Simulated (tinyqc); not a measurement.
What the s* orbital does: sp3s* tight binding.

sp3s* tight binding, nearest neighbours only: anion (a) at 0, cation (c) at a/4 (1,1,1), orbitals s, px, py, pz, s* on each; k in units of 2 pi/a. With phases e_j = exp(i (pi/2) k.n_j) for n = (1,1,1), (1,-1,-1), (-1,1,-1), (-1,-1,1): g0 = (e1+e2+e3+e4)/4, g1 = (e1+e2-e3-e4)/4, g2 = (e1-e2+e3-e4)/4, g3 = (e1-e2-e3+e4)/4. The diagonal holds the levels Esa, Epa, Exa (s*) and Esc, Epc, Exc. Anion-cation block: <sa|sc> = Vss g0; <sa|xc> = Vsapc g1; <xa|sc> = -Vscpa g1; <xa|xc> = Vxx g0; <xa|yc> = <ya|xc> = Vxy g3, <xa|zc> = <za|xc> = Vxy g2, <ya|zc> = <za|yc> = Vxy g1; <s*a|xc> = Vxapc g1; <xa|s*c> = -Vpaxc g1; y and z take g2 and g3 in place of g1; s-s* and s*-s* vanish.

Inputs chosen for the exercise (near a published set for Si, fitted to gaps, whose masses and valley positions are rough; the results hold for these values, not for the real material):
- Esa = -4.259 eV (s level of the anion)
- Epa = 1.735 eV (p level of the anion)
- Esc = -4.259 eV (s level of the cation)
- Epc = 1.735 eV (p level of the cation)
- Exa = 6.738 eV (s* level of the anion)
- Exc = 6.738 eV (s* level of the cation)
- Vss = -8.239 eV (s-s)
- Vxx = 1.733 eV (px-px)
- Vxy = 4.531 eV (px-py)
- Vsapc = 5.752 eV (s anion, p cation)
- Vscpa = 5.752 eV (s cation, p anion)
- Vxapc = 5.428 eV (s* anion, p cation)
- Vpaxc = 5.428 eV (p anion, s* cation)

The s* couplings Vxapc and Vpaxc are scaled by f; f = 0 is the plain sp3 model. Gaps from the top of the valence band at Gamma; the Delta value is the minimum on (x,0,0), 0.5 <= x <= 1.

Gaps (eV):

| f | Gamma | Delta | L | x of the minimum |
|---|---|---|---|---|
| 0.00 | 3.4660 | 4.1226 | 4.0246 | 0.500 |
| 0.25 | 3.4660 | 3.8302 | 3.8341 | 0.500 |
| 0.50 | 3.4660 | 3.1632 | 3.4055 | 0.565 |
| 0.75 | 3.4660 | 2.1968 | 2.9192 | 0.702 |
| 0.90 | 3.4660 | 1.5792 | 2.6362 | 0.726 |
| 1.00 | 3.4660 | 1.1673 | 2.4564 | 0.734 |
| 1.10 | 3.4660 | 0.7586 | 2.0584 | 0.738 |

The gap at Gamma stays, since g1 to g3 vanish there. From f = 0 to 1 the s* levels lower the Delta value by 2.955 eV and L by 1.568 eV. For f = 0 and 0.25 the least value lies at x = 0.5, the end of the range: any valley further out lies above that value until s* has lowered it enough. The lowest of the three is Gamma at f = 0 and the Delta line at f = 1.

Computed by tinyqc, a small Python program: `OMP_NUM_THREADS=1 python tinyqc.py 1481005 1481006 out.jsonl` (the numbers bound the seed that draws the inputs); one thread of a shared host (Intel(R) Xeon(R) Processor @ 2.30GHz), about 0.07 s for the whole set of steps.
